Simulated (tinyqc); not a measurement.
Double-gate transistor below threshold, two-dimensional Poisson equation on a small mesh: one step of the calculation.

Half of a symmetric double-gate structure: row 0 is the mid-plane of the body, where the normal field vanishes. Mobile charge is neglected (subthreshold), the body is fully depleted, and potentials are counted from the intrinsic level; rows run upward to the gate, columns from source to drain.

Task. Over-relaxation sweep (omega = 1.34). Free nodes: rows 0..2, columns 1..4, taken row by row from row 0, left to right. t = (up psi(above) + dn psi(below) + lat [psi(left) + psi(right)] + s)/(up + dn + 2 lat), with the newest neighbours; psi(new) = psi + 1.34 (t - psi).

psi after iteration 1 (V):
```
              j=0         j=1         j=2         j=3         j=4         j=5
row 0  0.46000000  0.13213279  0.09451789  0.09020248  0.13674507  0.51000000
row 1  0.46000000  0.14997530  0.09352082  0.08464779  0.15651138  0.51000000
row 2  0.46000000  0.16242150  0.09650854  0.08427525  0.17003529  0.51000000
row 3  0.10000000  0.10000000  0.10000000  0.10000000  0.10000000  0.10000000
```

```
row         up     dn        lat        s (V)
0        28.16      0  2.9090909  -0.23248621
1        28.16  28.16  5.8181818  -0.46497241
2    21.290323  28.16  4.2301136  -0.23248621
```

Give: psi after iteration 2.

Result.

psi after iteration 2 (V):
```
           j=0      j=1      j=2      j=3      j=4      j=5
row 0  0.46000  0.17608  0.09310  0.08054  0.18590  0.51000
row 1  0.46000  0.19130  0.09598  0.08253  0.20324  0.51000
row 2  0.46000  0.16779  0.09828  0.09527  0.17775  0.51000
row 3  0.10000  0.10000  0.10000  0.10000  0.10000  0.10000
```

Numbers from tinyqc (`OMP_NUM_THREADS=1 python tinyqc.py 2480046 2480047 out.jsonl`; about 0.09 s on one thread of a shared Intel Xeon 2.30GHz).
